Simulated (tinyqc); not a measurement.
Inside a calculation. Method: Rayleigh-quotient iteration on a symmetric matrix. One step of it, computed by the program tinyqc.

Task: Step 1. solve (A - shift) w = v; v' = w/|w| with its largest component positive (the first on a tie); lambda = v'^T A v'; the next shift is lambda.

A, lower triangle:
```
          1         2         3
1  0.405000
2  0.663000  0.549000
3  1.515000  1.267000  0.587000
```

vector v at the start: 0.577350  0.577350  0.577350

shift = 1.390000

Give: vector after step 1; Rayleigh quotient after step 1.

Result:

vector after step 1: 0.536  0.471  0.701

Rayleigh quotient after step 1 = 2.835
